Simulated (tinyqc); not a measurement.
Inside a calculation. Model: sheet resistance and Hall data of a diffused or implanted layer. Computed by tinyqc, a small Python program that keeps every step. Command: `OMP_NUM_THREADS=1 python tinyqc.py 3010756 3010757 out.jsonl layer walk`. One thread of a shared host (Intel(R) Xeon(R) Processor @ 2.30GHz), about 0.01 s of CPU time with the checks. Intermediate numbers are printed to about 6 digits and carried at full precision; extremes and crossings named in words are read from the listed rows.

Carriers are taken equal to the net active doping down to the junction (full ionisation, which deep dopants in wide-gap hosts do not reach; no spill-over, no depletion), and the Hall factor is 1.

Inputs (values chosen for the exercise, modelled on boron in silicon):

| quantity | value | unit |
|---|---|---|
| mu_min | 45.1 | cm^2/(V s) |
| mu_max | 468 | cm^2/(V s) |
| N_ref | 2.1e+17 | 1/cm^3 |
| exponent alpha | 0.71 | - |
| peak concentration N_0 | 1.2e+18 | 1/cm^3 |
| length scale l | 170 | nm |
| background doping N_B (opposite type) | 4.8e+15 | 1/cm^3 |
| probe current I | 1 | mA |
| magnetic field B | 1 | T |
| projected range R_p | 180 | nm |

Profile: buried Gaussian (implant). Activation: complete.

Constants: e = 1.602176634e-19 C.

## Dose and junction depth

N(x) = N_0 exp(-(x - R_p)^2/(2 l^2)) for x > 0, dose N_0 l sqrt(pi/2) erfc(-R_p/(l sqrt 2)), junction x_j = R_p + l sqrt(2 ln(N_0/N_B)); the layer starts at x_0 = max(0, 2 R_p - x_j).

dose = 4.37288e+13 1/cm^2

junction depth x_j = 744.925 nm

## Profile

Mobility mu = mu_min + (mu_max - mu_min)/(1 + (N_t/N_ref)^alpha), N_t = active doping + N_B; carriers n = active doping - N_B, all dopants active. sigma = e n mu.

Depth, doping, carriers, mobility and conductivity at 2, 10, 20, 35, 50, 65, 80, 90 and 98 % of the layer:

| x (nm) | N (1/cm^3) | n (1/cm^3) | mu (cm^2/(V s)) | sigma (S/cm) |
|---|---|---|---|---|
| 14.899 | 7.48803e+17 | 7.44003e+17 | 166.714 | 19.8727 |
| 74.493 | 9.89782e+17 | 9.84982e+17 | 150.382 | 23.7321 |
| 148.985 | 1.18019e+18 | 1.17539e+18 | 140.858 | 26.5262 |
| 260.724 | 1.07206e+18 | 1.06726e+18 | 145.984 | 24.9623 |
| 372.463 | 6.32205e+17 | 6.27405e+17 | 177.310 | 17.8235 |
| 484.201 | 2.42031e+17 | 2.37231e+17 | 244.433 | 9.2906 |
| 595.940 | 6.01529e+16 | 5.53529e+16 | 339.870 | 3.0141 |
| 670.433 | 1.87044e+16 | 1.39044e+16 | 394.251 | 0.8783 |
| 730.027 | 6.39813e+15 | 1.59813e+15 | 421.087 | 0.1078 |

The mobility varies by a factor 3.0 across these points and the conductivity by 246.

## Sheet values

Integrals from x_0 (0 unless stated) to x_j by the midpoint rule on 400 even intervals: 1/R_s = e int n mu dx; sheet density n_s = int n dx; Hall sheet density (int n mu dx)^2/int n mu^2 dx; Hall mobility int n mu^2 dx/int n mu dx. Mean conductivity 1/(R_s x_j); mean mobility 1/(e n_s R_s).

sheet resistance R_s = 894.988 ohm

sheet density n_s = 4.33485e+13 1/cm^2

mean mobility = 160.879 cm^2/(V s)

Hall sheet density = 4.14399e+13 1/cm^2

Hall mobility = 168.288 cm^2/(V s)

mean conductivity 1/(R_s x_j) = 14.9993 S/cm

Carriers amount to 99.1 % of the dose. A Hall measurement weights the mobile tail and reports 95.6 % of n_s.

## What the probes read

Collinear four-point probe on a large thin layer: V = I R_s ln(2)/pi. Van der Pauw on a symmetric sample: R = R_s ln(2)/pi as well. Hall voltage V_H = I B/(e x Hall sheet density); tangent of the Hall angle V_H/(I R_s).

four-point voltage = 197.466 mV

Hall voltage = 15.0616 mV

tangent of the Hall angle = 0.0168288

## Shortcuts against the integral

Shortcuts: R_s = 1/(e Q mu) with the dose Q and the mobility at the (active) peak concentration; 1/(e n_s mu) with mu at N_t = n_s/x_j + N_B; 1/(e Q mu_max).

Sheet resistances:

| method | R_s (ohm) | deviation (%) |
|---|---|---|
| integral | 894.99 | 0.0000 |
| dose, mobility at the peak | 1019.60 | 13.9231 |
| n_s, mobility at the mean concentration | 788.21 | -11.9309 |
| dose, mu_max | 304.98 | -65.9232 |

The closest shortcut is «n_s, mobility at the mean concentration» (-11.9 %). The peak mobility is the lowest in the layer, so with full activation it overestimates R_s.

## Stripping the layer step by step

After removing a depth d the integrals start at d. Differences between neighbouring rows give the local conductivity -d(1/R_s)/dx at the middle of the slice (the last slice uses one more step, not listed).

Differential sheet resistance:

| removed d (nm) | R_s (ohm) | slice conductivity (S/cm) | sigma at mid-slice (S/cm) |
|---|---|---|---|
| 0 | 895.0 | 21.3620 | 21.4240 |
| 74 | 1042.5 | 25.3329 | 25.4464 |
| 148 | 1295.7 | 26.6664 | 26.7994 |
| 222 | 1740.8 | 24.9298 | 25.0376 |
| 296 | 2564.2 | 20.6821 | 20.7364 |
| 370 | 4220.6 | 15.1332 | 15.1328 |
| 444 | 8003.4 | 9.5597 | 9.5170 |
| 518 | 18448.4 | 4.9676 | 4.8992 |

R_s doubles after removing between 222 and 296 nm of a layer 745 nm deep, so half the current flows above that depth. Where sigma exceeds a tenth of its largest listed value, the slice values agree with it within 2 %.

Checks made by the program: conductance integral against adaptive quadrature (relative difference 1e-06).
